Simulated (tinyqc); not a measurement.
## On-chip interconnect, size-dependent resistivity and RC delay: course in time

A rectangular line between two neighbours and two ground planes. Surface and grain-boundary scattering are added to the bulk resistivity as corrections; capacitances are parallel-plate values without fringing; inductance is ignored.

5 equal pi sections: series Rs = r Lw/5; node capacitances c Lw/5, halved at nodes 0 and 5, with Cl added to node 5; Rd feeds node 0. Elmore delay of node k: the sum, over the resistors on the path to k, of resistance times all capacitance downstream of it.

A 1 V step is applied behind Rd at t = 0. C dv/dt = -G v + b, with G the conductance matrix of the ladder (1/Rs between neighbours, 1/Rd added at node 0) and b = (1 V/Rd, 0, ...). Trapezoidal step: (C/dt + G/2) v(new) = (C/dt - G/2) v + b. The last column solves the same ladder exactly by its modes.

Parameters, values chosen for the exercise:
```
symbol,value,unit,meaning
Rd,450,ohm,driver resistance
dt,8.1,ps,time step
```

Rs = 1174.35 ohm

```
node,C (fF)
0,1.31557
1,2.63114
2,2.63114
3,2.63114
4,2.63114
5,1.51557
```

Voltages (V):
```
t (ps),node 0,node 2,node 5,"node 5, exact"
8.1000,1.4651,0.27023,0.03982,0.04320
16.200,0.4558,0.52348,0.17362,0.19157
24.300,1.2934,0.56397,0.34413,0.34264
32.400,0.6487,0.67499,0.47203,0.46943
40.500,1.1923,0.72695,0.57299,0.57237
48.600,0.7691,0.78375,0.65795,0.65543
56.700,1.1280,0.82642,0.72358,0.72237
64.800,0.8472,0.85780,0.77801,0.77631
72.900,1.0857,0.88878,0.82108,0.81977
81.000,0.8987,0.90704,0.85600,0.85479
89.100,1.0575,0.92843,0.88412,0.88300
97.200,0.9327,0.93943,0.90664,0.90573
```

The far end of the ladder reaches 0.5 V at 34.63 ps, 0.756 of its Elmore delay (ln 2 = 0.693 for a single pole); the slowest mode has a time constant of 37.49 ps. The largest error of the trapezoidal steps at that node is 18 mV. Node 0 swings up and down from step to step: the trapezoidal rule does not damp modes much faster than dt, so these swings are numerical.

Range of the model: The metal width is under the mean free path, where the thick-limit surface term and the simple sum of corrections lose accuracy.

tinyqc, about 0.01 s, one thread, Intel Xeon 2.30GHz (shared host): `OMP_NUM_THREADS=1 python tinyqc.py 2100084 2100085 out.jsonl`
